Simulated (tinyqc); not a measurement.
# Donor in an ellipsoidal valley (Kohn-Luttinger variational method), step by step

A worked calculation. Computed by tinyqc, a small Python program that keeps every step. Command: `OMP_NUM_THREADS=1 python tinyqc.py 3014456 3014457 out.jsonl kohnlutt walk`. One thread of a shared host (Intel(R) Xeon(R) Processor @ 2.30GHz), about 0.04 s of CPU time with the checks. Intermediate numbers are printed to about 6 digits and carried at full precision; extremes and crossings named in words are read from the listed rows.

H = -(d^2/dx^2 + d^2/dy^2) - gamma d^2/dz^2 - 2/r in units built on m_t, with gamma = m_t/m_l and z along the valley axis. One valley; no valley-orbit or central-cell term.

Inputs (values chosen for the exercise, modelled on diamond):
```
quantity,value,unit
transverse mass m_t,0.331,m_0
longitudinal mass m_l,1.47,m_0
dielectric constant eps,5.59,-
trial ratio b/a,0.64,-
observed depth chosen for 1s,413,meV
```

Constants: Ry = 13.605693123 eV; a_0 = 0.529177210903 angstrom; h x 1 THz = 4.135667696 meV.

## Effective units

Ry* = Ry m_t/eps^2, a* = a_0 eps/m_t, gamma = m_t/m_l.

Ry* = 144.120 meV

a* = 8.93686 angstrom

gamma = 0.225170

Caution: a* is only a few bond lengths, so central-cell and valley-orbit terms are large.

## Energy at a trial ratio

Trial function exp(-sqrt((x^2 + y^2)/a^2 + z^2/b^2)) with beta = b/a < 1: E = t/a^2 - u/a, t = (2 + gamma/beta^2)/3, u = 2 arcsin(sqrt(1 - beta^2))/sqrt(1 - beta^2); the best a is 2 t/u and E(beta) = -u^2/(4 t).

t = 0.849911

u = 2.28091

best a = 0.745237 a*

E(beta) = -1.53033 Ry*

## Minimum over the ratio

Golden-section search on beta from 0.05 to 0.999, 60 steps.

Search, first ten steps; c and d are the inner points:
```
step,low,high,c,E(c) (Ry*),d,E(d) (Ry*)
1,0.050000,0.999000,0.412486,-1.42762,0.636514,-1.53099
2,0.412486,0.999000,0.636514,-1.53099,0.774971,-1.48018
3,0.412486,0.774971,0.550943,-1.53139,0.636514,-1.53099
4,0.412486,0.636514,0.498057,-1.51113,0.550943,-1.53139
5,0.498057,0.636514,0.550943,-1.53139,0.583628,-1.53528
6,0.550943,0.636514,0.583628,-1.53528,0.603829,-1.53503
7,0.550943,0.603829,0.571144,-1.53447,0.583628,-1.53528
8,0.571144,0.603829,0.583628,-1.53528,0.591344,-1.53541
9,0.583628,0.603829,0.591344,-1.53541,0.596113,-1.53534
10,0.583628,0.596113,0.588397,-1.53539,0.591344,-1.53541
```

best beta = 0.590856

radius a of the 1s trial function = 6.77211 angstrom

radius b of the 1s trial function = 4.00134 angstrom

1s binding energy, trial function = 221.283 meV

The envelope is flattened along the heavy axis; beta is close to gamma^(1/3) = 0.608.

## Levels from a Gaussian basis

Gaussian basis: g = P exp(-al (x^2 + y^2) - be z^2) with P = 1 (s-like), z (2p0) or x (2p+-); al = 0.004 x 2.6^k, k = 0..11, and be/al = 1, gamma^(-1/2) or 1/gamma (36 functions); 1/r = (2/sqrt(pi)) int exp(-t^2 r^2) dt by 48 Gauss-Legendre points after t = sqrt(al_i + al_j) tan(theta); overlap eigenvalues below 1e-10 are dropped.

1s binding energy, Gaussian basis = 221.548 meV

2p0 binding energy = 80.0038 meV

2p+- binding energy = 45.8041 meV

The two-parameter trial function recovers 99.88 % of the 1s binding of the larger basis. 2p0, with its lobes along the heavy axis, is bound 1.75 times as strongly as 2p+-. Caution: the short radius is only a few bond lengths, so the envelope approximation is rough.

## Optical lines and the chemical shift

With an observed depth of 1s, the lines are 1s -> 2p0 = depth - E(2p0) and 1s -> 2p+- = depth - E(2p+-); the chemical shift is depth - E(1s, Gaussian basis); 1 meV = 1 THz/4.135667696.

line 1s -> 2p0 = 332.996 meV

line 1s -> 2p+- = 367.196 meV

chemical shift = 191.452 meV

frequency of the line 1s -> 2p+- = 88.7876 THz

The spacing of the two lines, 34.200 meV, does not depend on the depth, so it is the same for every donor in this host.

## Which single mass stands for the valley

A hydrogenic level is Ry m/eps^2 for one mass m; errors are against the Gaussian basis.

1s binding energy:
```
rule,mass (m_0),binding (meV),error (%)
transverse mass,0.33100,144.120,-34.949
conductivity mass 3/(2/m_t + 1/m_l),0.44626,194.305,-12.297
density-of-states mass (m_t^2 m_l)^(1/3),0.54407,236.894,6.927
longitudinal mass,1.47000,640.051,188.899
trial function with a and b,-,221.283,-0.120
mass that fits 1s,0.50883,221.548,0.000
```

The conductivity mass, which is what a spherical trial function (a = b) gives, falls short by 12.3 %, as a restricted variational bound must; the density-of-states mass is off by +6.9 %. The mass that fits lies between the two.

## Levels against anisotropy

The trial energy is minimised over beta by golden section from 0.05 to 0.999, 60 steps.

Binding energies (Ry*):
```
gamma,"1s, trial","1s, Gaussians",2p0,2p+-
0.056,2.04949,2.06002,0.984214,0.365263
0.110,1.80336,1.80853,0.760543,0.344312
0.230,1.52746,1.52923,0.549597,0.316967
0.340,1.38196,1.38277,0.454007,0.300644
0.370,1.35079,1.35145,0.434860,0.296955
0.610,1.17009,1.17020,0.332769,0.274098
0.860,1.05080,1.05079,0.273405,0.257481
```

As gamma falls from 0.86 to 0.056, 1s deepens from 1.051 to 2.060 Ry*, on the way from the hydrogen value 1 to the two-dimensional limit 4; 2p+- moves from 0.257 to 0.365 (limits 1/4 and 4/9), while 2p0 climbs from 0.273 to 0.984 and joins 1s as gamma tends to 0. Near gamma = 1 the trial function is almost exact and can pass the Gaussian basis, whose own error is about 3e-5 Ry*.

Checks made by the program: the Gaussian basis at gamma = 1 against 1, 1/4 and 1/4 Ry* (relative difference 3e-05); trial function against Gaussian basis (relative difference 1e-03).
